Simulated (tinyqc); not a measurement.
# Frequency dispersion of an accumulation capacitance by border traps, distributed model, step by step

Computed by the program tinyqc: `OMP_NUM_THREADS=1 python tinyqc.py 2202052 2202053 out.jsonl`, one thread of a shared Intel Xeon 2.30GHz, about 0.8 s for the whole run. Printed values are rounded.

Traps spread evenly through the insulator exchange electrons with the semiconductor by tunnelling, with tau(x) = t0 exp(2 ka x) at depth x from the interface. The admittance per area Y seen at depth x obeys dY/dx = -Y^2/(i w eps0 eox) + q Nb ln(1 + i w tau)/tau, with Y(0) = i w Cs and w = 2 pi f; the gate sees Y(tox) = G + i w C. Working variable y = Y/(i w), in uF/cm^2. Cox = eps0 eox/tox.

Inputs (values chosen for the exercise); permittivity close to that of silicon dioxide: relative permittivity of the insulator eox = 3.92; insulator thickness tox = 9.8 nm; semiconductor capacitance in accumulation Cs = 7.8 uF/cm^2; density of border traps Nb = 1.8e19 cm^-3 eV^-1; decay constant of the wave function in the insulator ka = 4.1 1/nm; time constant of a trap at the interface t0 = 1e-9 s; frequency f = 10000 Hz; depth down to which the steps are taken xe = 1.8 nm.

Constants: q = 1.602176634e-19 C, eps0 = 8.8541878128e-14 F/cm where lengths are in cm. Results are converted to the units shown.

## Scales and lumped estimate

Cox; trap-free value 1/(1/Cox + 1/Cs); response depth d = ln(1/(w t0))/(2 ka), where w tau = 1; lumped estimate: all traps within d act as C_bt = q Nb d placed at d/2, so C = 1/{1/[1/(1/Cs + d/(2 eps0 eox)) + C_bt] + (tox - d/2)/(eps0 eox)}.

Cox = 0.354168 uF/cm^2
trap-free C = 0.338785 uF/cm^2
d = 1.17988 nm
C_bt = 0.340269 uF/cm^2
lumped C = 0.341967 uF/cm^2

The traps within reach amount to 0.0436 Cs and lie in the first 12.0 % of the insulator.

## Midpoint steps through the active depth

In terms of y: dy/dx = -y^2/(eps0 eox) + s(x), s = q Nb ln(1 + z)/z, z = i w tau. 11 midpoint steps of h = xe/11: y_half = y + (h/2) y'(x, y), y(new) = y + h y'(x + h/2, y_half).

```
point    x (nm)    s (uF/(cm^2 nm))       y (uF/cm^2)
0             0  0.288392-0.000009i  7.80000+0.00000i
1      0.163636  0.288392-0.000035i  5.92247+0.00000i
2      0.327273  0.288392-0.000133i  4.73413-0.00001i
3      0.490909  0.288391-0.000507i  3.93798-0.00005i
4      0.654545  0.288374-0.001941i  3.37551-0.00018i
5      0.818182  0.288137-0.007418i  2.96066-0.00071i
6      0.981818  0.284743-0.027880i  2.64395-0.00276i
7       1.14545  0.247103-0.086086i  2.39375-0.01013i
8       1.30909  0.123670-0.111584i  2.18011-0.02517i
9       1.47273  0.038681-0.062848i  1.98821-0.03356i
10      1.63636  0.010565-0.025564i  1.82172-0.03391i
11          1.8  0.002793-0.009076i  1.67921-0.03099i
```

## Capacitance and conductance at the gate

y at xe = 1.67921-0.03099i uF/cm^2

Beyond xe the traps are ignored, so 1/y(tox) = 1/y(xe) + (tox - xe)/(eps0 eox); C = Re y, G/w = -Im y, loss tangent G/(w C).

y at the gate = 0.344795-0.001306i uF/cm^2
C = 0.344795 uF/cm^2
G/w = 0.00130612 uF/cm^2
loss tangent = 0.00378812

A fine integration over the whole insulator gives C = 0.34336 and G/w = 0.001434 uF/cm^2; the coarse G/w is 8.9 % below that. The fine C is 1.4 % above the trap-free value, and the lumped estimate is 0.41 % below the fine result.
